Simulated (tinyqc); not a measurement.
RHF in the sto-3g basis, for BeH2, spin multiplicity 1, step by step. One step of it, computed by the program tinyqc.

Question. Iteration 2: building the Fock matrix. J_ij = sum D_kl (ij|kl), K_ij = sum D_kl (ik|jl); F = H + J - 0.5 K; E = tr D H + tr D J / 2 - 0.25 tr D K + E_nn.

D after iteration 1:
```
            1Be 1s     1Be 2s   1Be 2px    1Be 2py    1Be 2pz      2H 1s      3H 1s
1Be 1s    2.045536  -0.182805  0.000000  -0.000287  -0.001026  -0.179534  -0.179649
1Be 2s   -0.182805   0.767924  0.000000   0.002621   0.002839   0.525091   0.519754
1Be 2px   0.000000   0.000000  0.000000   0.000000   0.000000   0.000000   0.000000
1Be 2py  -0.000287   0.002621  0.000000   0.522655   0.000115   0.462834  -0.458819
1Be 2pz  -0.001026   0.002839  0.000000   0.000115   0.000011   0.002044   0.001838
2H 1s    -0.179534   0.525091  0.000000   0.462834   0.002044   0.767247  -0.049382
3H 1s    -0.179649   0.519754  0.000000  -0.458819   0.001838  -0.049382   0.759238
```

core Hamiltonian H = T + V (hartree):
```
            1Be 1s     1Be 2s    1Be 2px    1Be 2py    1Be 2pz      2H 1s      3H 1s
1Be 1s   -8.441562  -2.081336   0.000000   0.000320  -0.000098  -0.180529  -0.193589
1Be 2s   -2.081336  -2.668209   0.000000   0.002618  -0.000987  -0.658093  -0.685981
1Be 2px   0.000000   0.000000  -2.155678   0.000000   0.000000   0.000000   0.000000
1Be 2py   0.000320   0.002618   0.000000  -2.288153  -0.000018  -0.788865   0.816412
1Be 2pz  -0.000098  -0.000987   0.000000  -0.000018  -2.155681  -0.004298  -0.004076
2H 1s    -0.180529  -0.658093   0.000000  -0.788865  -0.004298  -1.748525  -0.014359
3H 1s    -0.193589  -0.685981   0.000000   0.816412  -0.004076  -0.014359  -1.767694
```

Two-electron integrals (ij|kl) in chemists' order, unique and non-zero (hartree):
```
(11|11) 2.298831    (21|11) 0.392036    (21|21) 0.079539    (22|11) 0.570988
(22|21) 0.143041    (22|22) 0.417683    (31|31) 0.014607    (32|31) 0.021888
(32|32) 0.092265    (33|11) 0.569578    (33|21) 0.143083    (33|22) 0.417589
(33|33) 0.449859    (41|41) 0.014607    (42|41) 0.021888    (42|42) 0.092265
(43|43) 0.024249    (44|11) 0.569578    (44|21) 0.143083    (44|22) 0.417589
(44|33) 0.401360    (44|44) 0.449859    (51|51) 0.014607    (52|51) 0.021888
(52|52) 0.092265    (53|53) 0.024249    (54|54) 0.024249    (55|11) 0.569578
(55|21) 0.143083    (55|22) 0.417589    (55|33) 0.401360    (55|44) 0.401360
(55|55) 0.449859    (61|11) 0.033013    (61|21) 0.006696    (61|22) 0.012161
(61|33) 0.012084    (61|41) 0.000608    (61|42) 0.001147    (61|44) 0.012323
(61|51) 3.27e-06    (61|52) 0.000006    (61|54) 1.29e-06    (61|55) 0.012084
(61|61) 0.000592    (62|11) 0.110215    (62|21) 0.028176    (62|22) 0.093940
(62|33) 0.090065    (62|41) 0.003597    (62|42) 0.024963    (62|44) 0.101596
(62|51) 0.000019    (62|52) 0.000134    (62|54) 0.000062    (62|55) 0.090065
(62|61) 0.002629    (62|62) 0.036646    (63|31) 0.002140    (63|32) 0.010969
(63|43) 0.003952    (63|53) 0.000021    (63|63) 0.002679    (64|11) 0.130929
(64|21) 0.033782    (64|22) 0.117327    (64|33) 0.110601    (64|41) 0.005650
(64|42) 0.038181    (64|44) 0.130650    (64|51) 0.000019    (64|52) 0.000146
(64|54) 0.000087    (64|55) 0.110602    (64|61) 0.003243    (64|62) 0.051082
(64|64) 0.072406    (65|11) 0.000705    (65|21) 0.000182    (65|22) 0.000631
(65|33) 0.000595    (65|41) 0.000019    (65|42) 0.000146    (65|44) 0.000661
(65|51) 0.002141    (65|52) 0.010970    (65|54) 0.003953    (65|55) 0.000638
(65|61) 0.000017    (65|62) 0.000275    (65|64) 0.000375    (65|65) 0.002681
(66|11) 0.284527    (66|21) 0.073793    (66|22) 0.276216    (66|33) 0.258194
(66|41) 0.009233    (66|42) 0.087096    (66|44) 0.311857    (66|51) 0.000050
(66|52) 0.000469    (66|54) 0.000289    (66|55) 0.258196    (66|61) 0.006924
(66|62) 0.146947    (66|64) 0.214265    (66|65) 0.001153    (66|66) 0.774606
(71|11) 0.035413    (71|21) 0.007182    (71|22) 0.013040    (71|33) 0.012957
(71|41) -0.000648   (71|42) -0.001223   (71|44) 0.013214    (71|51) 3.19e-06
(71|52) 0.000006    (71|54) -1.26e-06   (71|55) 0.012957    (71|61) 0.000578
(71|62) 0.002377    (71|64) 0.002786    (71|65) 0.000016    (71|66) 0.006242
(71|71) 0.000681    (72|11) 0.115393    (72|21) 0.029488    (72|22) 0.098009
(72|33) 0.093980    (72|41) -0.003773   (72|42) -0.025981   (72|44) 0.105966
(72|51) 0.000019    (72|52) 0.000128    (72|54) -0.000059   (72|55) 0.093981
(72|61) 0.002318    (72|62) 0.016846    (72|64) 0.020008    (72|65) 0.000126
(72|66) 0.049067    (72|71) 0.002950    (72|72) 0.039403    (73|31) 0.002274
(73|32) 0.011577    (73|43) -0.004139   (73|53) 0.000020    (73|63) 0.000852
(73|73) 0.002930    (74|11) -0.136113   (74|21) -0.035115   (74|22) -0.121659
(74|33) -0.114655   (74|41) 0.005940    (74|42) 0.039780    (74|44) -0.135534
(74|51) -0.000018   (74|52) -0.000139   (74|54) 0.000082    (74|55) -0.114655
(74|61) -0.002696   (74|62) -0.019843   (74|64) -0.023373   (74|65) -0.000146
(74|66) -0.058364   (74|71) -0.003617   (74|72) -0.054675   (74|74) 0.077213
(75|11) 0.000671    (75|21) 0.000173    (75|22) 0.000599    (75|33) 0.000565
(75|41) -0.000018   (75|42) -0.000139   (75|44) 0.000627    (75|51) 0.002274
(75|52) 0.011577    (75|54) -0.004140   (75|55) 0.000606    (75|61) 0.000014
(75|62) 0.000116    (75|64) 0.000136    (75|65) 0.000853    (75|66) 0.000341
(75|71) 0.000018    (75|72) 0.000269    (75|74) -0.000366   (75|75) 0.002932
(76|11) 0.002391    (76|21) 0.000591    (76|22) 0.001675    (76|33) 0.001661
(76|41) 1.14e-06    (76|42) 0.000006    (76|44) 0.001703    (76|51) 9.40e-07
(76|52) 4.73e-06    (76|54) 3.37e-08    (76|55) 0.001661    (76|61) 0.000050
(76|62) 0.000384    (76|64) 0.000484    (76|65) 3.18e-06    (76|66) 0.001144
(76|71) 0.000054    (76|72) 0.000397    (76|74) -0.000495   (76|75) 3.04e-06
(76|76) 0.000007    (77|11) 0.289311    (77|21) 0.075028    (77|22) 0.280153
(77|33) 0.261651    (77|41) -0.009532   (77|42) -0.089056   (77|44) 0.316765
(77|51) 0.000047    (77|52) 0.000439    (77|54) -0.000271   (77|55) 0.261653
(77|61) 0.005909    (77|62) 0.047580    (77|64) 0.057027    (77|65) 0.000358
(77|66) 0.143603    (77|71) 0.007557    (77|72) 0.152832    (77|74) -0.222059
(77|75) 0.001094    (77|76) 0.001144    (77|77) 0.774606
```

nuclear repulsion = 2.44138377 hartree

Give: Coulomb J; exchange K; Fock matrix F; total energy of this density.

Answer.

Coulomb J (hartree):
```
          1Be 1s   1Be 2s  1Be 2px  1Be 2py  1Be 2pz   2H 1s    3H 1s
1Be 1s    6.1901   1.1897   0.0000  -0.0004   0.0003  0.1009   0.1083
1Be 2s    1.1897   2.4909   0.0000  -0.0022   0.0018  0.6090   0.6349
1Be 2px   0.0000   0.0000   2.4307   0.0000   0.0000  0.0000   0.0000
1Be 2py  -0.0004  -0.0022   0.0000   2.6012   0.0000  0.7824  -0.8109
1Be 2pz   0.0003   0.0018   0.0000   0.0000   2.4307  0.0043   0.0041
2H 1s     0.1009   0.6090   0.0000   0.7824   0.0043  2.0863   0.0103
3H 1s     0.1083   0.6349   0.0000  -0.8109   0.0041  0.0103   2.1033
```

exchange K (hartree):
```
          1Be 1s   1Be 2s  1Be 2px  1Be 2py  1Be 2pz    2H 1s    3H 1s
1Be 1s    4.6197   0.8131   0.0000  -0.0001  -0.0001   0.0703   0.0754
1Be 2s    0.8131   0.7625   0.0000  -0.0050   0.0030   0.4238   0.4346
1Be 2px   0.0000   0.0000   0.1390   0.0000   0.0000   0.0000   0.0000
1Be 2py  -0.0001  -0.0050   0.0000   0.7669   0.0001   0.5034  -0.5150
1Be 2pz  -0.0001   0.0030   0.0000   0.0001   0.1390   0.0025   0.0024
2H 1s     0.0703   0.4238   0.0000   0.5034   0.0025   1.0108  -0.0083
3H 1s     0.0754   0.4346   0.0000  -0.5150   0.0024  -0.0083   1.0185
```

Fock matrix F (hartree):
```
          1Be 1s   1Be 2s  1Be 2px  1Be 2py  1Be 2pz    2H 1s    3H 1s
1Be 1s   -4.5613  -1.2981   0.0000   0.0000   0.0002  -0.1148  -0.1230
1Be 2s   -1.2981  -0.5586   0.0000   0.0029  -0.0007  -0.2610  -0.2684
1Be 2px   0.0000   0.0000   0.2055   0.0000   0.0000   0.0000   0.0000
1Be 2py   0.0000   0.0029   0.0000  -0.0704   0.0000  -0.2581   0.2630
1Be 2pz   0.0002  -0.0007   0.0000   0.0000   0.2055  -0.0012  -0.0011
2H 1s    -0.1148  -0.2610   0.0000  -0.2581  -0.0012  -0.1676   0.0001
3H 1s    -0.1230  -0.2684   0.0000   0.2630  -0.0011   0.0001  -0.1736
```

total energy of this density = -15.414983 hartree
